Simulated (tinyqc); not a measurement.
Off-state leakage of single and stacked transistors: two steps of the calculation.

n-channel devices of unit width. Subthreshold current I(Vg, Vs, Vd) = I0 (T/300 K)^0.5 exp[(Vg - Vs - VT(T) - gb (Vs - Vb) + dd (Vd - Vs))/(nf Vt)] (1 - exp(-(Vd - Vs)/Vt)), VT(T) = VT - cT (T - 300 K). Gate-edge tunnelling Ig (Vd/1 V) exp(ag (Vd - 1 V)), for a gate at 0 V, and band-to-band leakage Ab u exp(-Bb/u), u = Vd - Vb + 1 V, flow at a drain held at V; both are taken as independent of T. In a stack of off transistors (all gates at 0 V) the same subthreshold current passes through each.

Inputs (values chosen for the exercise); values of the order met in bulk silicon logic transistors: temperature T = 330 K; supply voltage V = 1 V; threshold at 300 K, zero drain and body bias VT = 0.46 V; fall of the threshold with temperature cT = 0.7 mV/K; current at threshold at 300 K I0 = 0.16 uA/um; slope factor nf = 1.42; drain-induced lowering per volt dd = 0.17; rise of the threshold per volt of source-body bias gb = 0.23; gate-edge tunnelling current at 1 V Ig = 2e-5 uA/um; exponential slope of the gate current ag = 3 1/V; prefactor of band-to-band leakage at the drain Ab = 200 uA/(um V); its exponential voltage Bb = 21 V; body voltage Vb = 0 V.

Constants: q = 1.602176634e-19 C, kB = 1.380649e-23 J/K, Vt = kB T/q. Results are converted to the units shown.

Problem 1. Leakage of one transistor. Vg = Vs = 0, Vd = V; effective threshold VT(T) - gb Vb - dd V.

Give: effective threshold; parts; total; shares.

Solution 1.

effective threshold = 0.2690 V
parts (nA/um): subthreshold 0.2146, gate edge 0.02000, band-to-band 11.01
total = 11.25 nA/um
shares (%): subthreshold 1.908, gate edge 0.1778, band-to-band 97.91

The band-to-band part is the largest.

Problem 2. New Vx. Stack of two, Vx the node between them: I_low = I(0, 0, Vx), I_up = I(0, Vx, V), f = ln(I_up/I_low), f' = -(1 + gb + 2 dd)/(nf Vt) - 1/(Vt (exp(Vx/Vt) - 1)) - 1/(Vt (exp((V - Vx)/Vt) - 1)), Vx(new) = Vx - f/f'.

Vx at the start = 0.108 V

Find: I_low; I_up; f; f'; Vx after iteration 1.

Solution 2.

I_low = 0.0049091 nA/um
I_up = 0.0050767 nA/um
f = 0.033570
f' = -39.686 1/V
Vx after iteration 1 = 0.10885 V

Program tinyqc, `OMP_NUM_THREADS=1 python tinyqc.py 2242164 2242165 out.jsonl`; Intel Xeon 2.30GHz, shared host, one thread, about 0.03 s.
